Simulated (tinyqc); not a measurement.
Thermoelectric coefficients with electrons and holes, Landauer integrals: two steps of the calculation.

Bulk parabolic band, x = (E - Ec)/kB T, C = hbar^2/(2 m0), kB T in eV. Modes per area gv m kB T x/(4 pi C) times the back-scattering length l0 x^rr give the transport function s0 X(x), s0 = (2 q^2/h) gv m kB T l0/(4 pi C), X = x^(1 + rr). Holes have the same form with the prefactor bb s0 and the reduced level -eta - xg in place of eta. I_k = int X (x - eta)^k w dx, w = 1/(4 cosh^2((x - eta)/2)).

Inputs (values chosen for the exercise):
```
symbol,value,unit,meaning
T,200,K,temperature
m,0.21,m0,mass of one valley
gv,6,,valleys
l0,2.9,nm,back-scattering length at x = 1
rr,1,,energy exponent of that length
kL,3.6,W/(m K),lattice thermal conductivity
eta,-1.2,,reduced Fermi level (EF - Ec)/kB T
xg,4.6,,gap over kB T
bb,0.5,,ratio of the hole prefactor to the electron prefactor
xa,0,,lower end of the grid
xe,10,,upper end of the grid
nE,15,,points of the grid
```

Constants: q = 1.602176634e-19 C, kB = 1.380649e-23 J/K, hbar = 1.054571817e-34 J s, h = 6.62607015e-34 J s, m0 = 9.1093837015e-31 kg, Vt = kB T/q, hbar^2/(2 m0) = 0.0380998212 eV nm^2. Results are converted to the units shown.

Task 1. The three integrals on a coarse grid. Simpson's rule on nE equally spaced points from xa to xe.

Give: x; X; w; X w; I_0, I_1, I_2 on this grid.

Result 1.

```
point,x,X,w,X w
0,0.000,0,0.17789,0
1,0.714,0.51020,0.11199,0.057137
2,1.429,2.0408,0.062790,0.12814
3,2.143,4.5918,0.032965,0.15137
4,2.857,8.1633,0.016715,0.13645
5,3.571,12.755,0.0083267,0.10621
6,4.286,18.367,0.0041114,0.075516
7,5.000,25.000,0.0020212,0.050530
8,5.714,32.653,9.9152e-4,0.032376
9,6.429,41.327,4.8588e-4,0.020080
10,7.143,51.020,2.3798e-4,0.012142
11,7.857,61.735,1.1653e-4,0.0071938
12,8.571,73.469,5.7052e-5,0.0041916
13,9.286,86.224,2.7931e-5,0.0024083
14,10.000,100.00,1.3674e-5,0.0013674
```

I_0, I_1, I_2 on this grid: [0.56160, 2.3983, 11.834]

Task 2. Both bands together. sigma = s0 I_0, S = -(kB/q) I_1/I_0, Lorenz number L = (kB/q)^2 [I_2/I_0 - (I_1/I_0)^2], kappa_e = L sigma T. With both bands: sigma = sigma_n + sigma_p, S = (sigma_n S_n + sigma_p S_p)/sigma with S_p = +(kB/q) I_1/I_0 of the holes, and kappa_e is the sum of L sigma T of both bands and the bipolar term sigma_n sigma_p (S_p - S_n)^2 T/sigma. Power factor S^2 sigma, ZT = S^2 sigma T/(kappa_e + kL).

sigma = 57.299756 S/cm
S = -370.78966 uV/K
kappa_e = 0.025534413 W/(m K)
converged I_0, I_1, I_2 of the holes: [0.066197761, 0.42448482, 2.9205494]

Wanted: sigma_p; S_p; S; bipolar kappa; ZT.

Result 2.

sigma_p = 3.3732 S/cm
S_p = 552.58 uV/K
S = -319.45 uV/K
bipolar kappa = 0.054323 W/(m K)
ZT = 0.033638

Holes carry 5.56 % of the conductivity and change S from -371 to -319 uV/K. Electrons alone would give ZT = 0.0435.

Range of the model: Parabolic bands, elastic scattering and a fixed kL make these model figures, not those of a material.

tinyqc, about 0.04 s, one thread, Intel Xeon 2.30GHz (shared host): `OMP_NUM_THREADS=1 python tinyqc.py 2800120 2800121 out.jsonl`
